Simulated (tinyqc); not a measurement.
A spin-degenerate level with charging energy between two leads, rate equations: relaxation from the empty dot.

States 0, up, down and 2 with energies 0, e1 - Ez/2, e1 + Ez/2 and 2 e1 + U. mu_L = +V/2, mu_R = -V/2 (meV), f(x) = 1/(1 + exp(x/kB T)). A transition that adds one electron of given spin at the energy E has the rate G f(E - mu) from each lead, and its reverse G [1 - f(E - mu)]. I counts electrons leaving the left lead, times q.

Explicit Euler step: p(new) = p + dt W p.

Stop when no probability changes by more than 1e-8 in a step, or after 60 steps.

Values chosen for this exercise: time step dt = 3.5 ns.

W (1/ns):
```
              0         up       down          2
0     -0.240000   0.220000   0.220000   0.000000
up     0.120000  -0.339959   0.000000   0.220041
down   0.120000   0.000000  -0.340000   0.220000
2      0.000000   0.119959   0.120000  -0.440041
```

p at the start: 0 1, up 0, down 0, 2 0

Course of the iteration:
```
step  p(0) / 1e7  p(up) / 1e7  p(down) / 1e7  p(2) / 1e7  largest change
1        0.00000      0.00000        0.00000     0.00000           0.840
2        0.00000      0.00000        0.00000     0.00000           0.512
3        0.00000      0.00000        0.00000     0.00000           0.584
4        0.00000      0.00000        0.00000     0.00000           0.783
5        0.00000      0.00000        0.00000     0.00000            1.08
6        0.00000      0.00000        0.00000     0.00000            1.48
7        0.00000      0.00000        0.00000     0.00000            2.05
8        0.00000      0.00000        0.00000     0.00000            2.83
...          ...          ...            ...         ...             ...
53      -0.32281      0.32281        0.32281    -0.32281          5.57e6
54       0.44548     -0.44548       -0.44548     0.44548          7.68e6
55      -0.61476      0.61476        0.61476    -0.61476          1.06e7
56       0.84837     -0.84837       -0.84837     0.84837          1.46e7
57      -1.17075      1.17075        1.17075    -1.17075          2.02e7
58       1.61563     -1.61563       -1.61563     1.61563          2.79e7
59      -2.22958      2.22958        2.22958    -2.22958          3.85e7
60       3.07681     -3.07681       -3.07681     3.07681          5.31e7
```

Did this iteration meet its convergence test, and what does its course show?

No. The change grows and flips sign each step, and probabilities leave the range 0 to 1. The largest decay rate of W is 0.680 1/ns, so a step multiplies that mode by 1 - dt times the rate = -1.38, beyond -1; stability needs dt below 2.94 ns. In reruns, dt = 1.5 ns settles in 25 steps; implicit steps, p(new) = (1 - dt W)^(-1) p, at the original dt = 3.5 ns settle in 23 steps.

Range of the model: Rate equations need hbar G well below kB T; cotunnelling and the Kondo effect are left out.

Numbers from tinyqc (`OMP_NUM_THREADS=1 python tinyqc.py 2780103 2780104 out.jsonl`; about 0.01 s on one thread of a shared Intel Xeon 2.30GHz).
